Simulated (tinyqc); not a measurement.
Worked calculation: q-state Potts model on a small periodic square lattice: enumeration, Metropolis, heat-bath and Wolff steps. Computed by tinyqc, a small Python program that keeps every step. Command: `OMP_NUM_THREADS=1 python tinyqc.py 3111972 3111973 out.jsonl potts walk`. One thread of a shared host (Intel(R) Xeon(R) Processor @ 2.30GHz), about 0.02 s of CPU time with the checks. Intermediate numbers are printed to about 5 digits and carried at full precision; extremes and crossings named in words are read from the listed rows.

E = -J x (number of nearest-neighbour bonds with equal states); n x n sites with periodic edges have 2 n^2 bonds. Order parameter m = (q f - 1)/(q - 1), f being the largest share of one state. Sites are numbered row by row from 0. Here q = 4 and n = 3.

Inputs (values chosen for the exercise, for a model of domains or grain orientations):
```
quantity            value  unit
number of states q      4     -
edge n                  3     -
coupling J             69   meV
temperature T        1180     K
seed                82790     -
```

Update: Wolff cluster.

Constants: k_B = 8.617333262e-05 eV/K.

## Scales

K = J/(k_B T); the infinite square lattice orders at K_c = ln(1 + sqrt(q)); Wolff bond probability p = 1 - exp(-K).

K = 0.67857

K_c = 1.0986

T_c of the infinite lattice = 728.84 K

p = 0.49266

## Density of states

All q^(n^2) states are counted by their number b of equal bonds; weights g(b) exp(K b), K = J/(k_B T). Per site: u = -J <b>/n^2, c/k_B = K^2 (<b^2> - <b>^2)/n^2.

States by number of equal bonds:
```
b    g(b)  probability
0    1056   6.3491e-05
1    6048   7.1674e-04
2   26568   6.2059e-03
3   45360   2.0884e-02
4   63936   5.8022e-02
5   48384   8.6546e-02
6   34884   1.2299e-01
7   19872   1.3810e-01
8   10368   1.4202e-01
9    2784   7.5164e-02
10   2052   1.0920e-01
11    432   4.5313e-02
12    288   5.9543e-02
14    108   8.6748e-02
18      4   4.8494e-02
```

The most probable level has b = 8 of 18 bonds.

## Exact averages

ln Z = ln sum g(b) exp(K b); entropy per site s/k_B = (ln Z - K <b>)/n^2.

<b> = 8.6501

energy u = -66.318 meV/site

heat capacity c = 0.64178 k_B/site

entropy s = 1.1952 k_B/site

## Order parameter

The same sums with m: <m> and the Binder ratio U = 1 - <m^4>/(3 <m^2>^2).

<m> = 0.47419

Binder ratio U = 0.37946

## One Wolff cluster

start states:
```
   1  2  3
1  1  2  1
2  3  2  0
3  2  0  1
```

random numbers, used in turn: 0.5608  0.9357  0.3295  0.5280  0.8651  0.1658  0.4328  0.3264  0.3985  0.4605  0.1708  0.6054  0.0404  0.4249  0.0727  0.7439  0.9705  0.4091  0.2036  0.5873  0.6459  0.9422  0.0384  0.0486  0.8558  0.9119  0.2503  0.5823  0.8072  0.0524  0.6260  0.2605  0.4589  0.3003  0.0361  0.3595  0.5978  0.8712

Seed site = floor(r n^2); new state = (old + 1 + floor(r (q - 1))) mod q. Sites are taken first in, first out; each neighbour (right, left, below, above) with the seed state and not yet in the cluster joins if the next r < p. The cluster then takes the new state.

Bonds tested:
```
from  to  r              result
-      -  -  no equal neighbour
```

seed site = 5

cluster size = 1

states afterwards:
```
   1  2  3
1  1  2  1
2  3  2  3
3  2  0  1
```

## A longer run and its error bar

After 400 updates are discarded, b is recorded for 4000 cluster flips of the update named (random numbers not printed, so these rows are one sample). Records are averaged in blocks; the error is the scatter of block means over sqrt(number of blocks), and the last column its square over that for single records.

Blocking:
```
block length  mean b    error  variance ratio
1             8.6175  0.05773          1.0000
4             8.6175  0.09868          2.9220
16            8.6175  0.13406          5.3924
40            8.6175  0.15303          7.0265
100           8.6175  0.16833          8.5013
```

The run gives 8.617 +/- 0.153 (blocks of 40) against the exact 8.650, a difference of 0.2 error bars. Single records understate the error by a factor of about 2.7, because successive records are correlated.

## Across the transition

m and U = 1 - <m^4>/(3 <m^2>^2) from the same sums; K = K_c T_c/T.

Exact values for this lattice:
```
T/T_c  share of equal bonds  c (k_B/site)      <m>        U
0.50                0.99903        0.0387  0.99933  0.66655
0.70                0.98553        0.3269  0.98922  0.66429
0.85                0.94557        0.9027  0.95552  0.65480
0.95                0.89297        1.4063  0.90719  0.63859
1.00                0.85844        1.6196  0.87404  0.62610
1.10                0.77870        1.8286  0.79456  0.59163
1.25                0.65916        1.5904  0.66979  0.52309
1.50                0.52113        0.8700  0.51934  0.41492
2.00                0.40589        0.2863  0.39121  0.32317
3.00                0.33643        0.0824  0.31759  0.30123
```

c is largest, 1.83 k_B, at T/T_c = 1.1: on so small a lattice the transition is a broad bump. At T_c the infinite lattice has a share (1 + 1/sqrt(q))/2 = 0.750 of equal bonds, against 0.858 here. <m> stays at 0.32 at 3 T_c, since the largest share among 9 sites always exceeds 1/q on average.

Checks made by the program: number of states (relative difference below 1e-10).
